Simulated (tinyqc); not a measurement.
What sets the wire resistivity: free and nearly free electrons in a metal.

The cubic cell holds 2 atoms: n = 2 z/a^3, kF = (3 pi^2 n)^(1/3), EF = c kF^2/m, vF = 2 c kF/(m hbar), c = hbar^2/2m0; rs = (3/(4 pi n))^(1/3)/a0; D(EF) = 3 n/(2 EF).

Square wire of width w with grain size w: rho/rho0 = 1/(1 - 3 al/2 + 3 al^2 - 3 al^3 ln(1 + 1/al)) + (3/4) (1 - p) l/w, with al = (l/w) Rg/(1 - Rg) (Mayadas-Shatzkes plus the thick-wire form of Fuchs-Sondheimer); l = hbar kF/(n e^2 rho), e = 1.602176634e-19 C.

Constants: hbar^2/2m0 = 3.80998211 eV angstrom^2; hbar = 6.58211957e-16 eV s; a0 (Bohr radius) = 0.5291772105 angstrom.

Parameters, chosen for this exercise (near those of W, whose d bands this model ignores; shifted at random, so the results belong to these values and not to a real crystal):
- a = 3.163 angstrom (bcc lattice constant)
- z = 2 (free electrons an atom)
- m = 1 m0 (mass)
- rho = 6 micro-ohm cm (bulk resistivity)
- p = 0 (specularity of the surfaces)
- Rg = 0.41 (reflection at grain boundaries)
- w = 20 nm (wire width)

All results formed anew.

One parameter was then changed.

Results before and after:
```
case     EF (eV)  l (nm)  wire rho (micro-ohm cm)
base       9.184    8.41                   10.384
changed    9.184    8.41                   12.230
```

Which of these changes was made? (a) p = 0.3; (b) a = 3.258 angstrom; (c) w = 14 nm; (d) rho = 7.2 micro-ohm cm; (e) m = 1.2 m0; (f) Rg = 0.287.

Answer: (c) w = 14 nm. Of the candidates, run in turn, only this one gives the changed row.

All candidates:
```
case                    EF (eV)  l (nm)  wire rho (micro-ohm cm)
base                      9.184    8.41                   10.384
a = 3.258 angstrom        8.656    8.92                   10.647
m = 1.2 m0                7.654    8.41                   10.384
rho = 7.2 micro-ohm cm    9.184    7.01                   11.596
p = 0.3                   9.184    8.41                    9.816
Rg = 0.287                9.184    8.41                    9.356
w = 14 nm                 9.184    8.41                   12.230
```

The mass drops out of l at given rho, because vF falls and tau rises by the same factor.

tinyqc: `OMP_NUM_THREADS=1 python tinyqc.py 1651728 1651729 out.jsonl`; about 0.01 s, one thread, shared Intel(R) Xeon(R) Processor @ 2.30GHz.
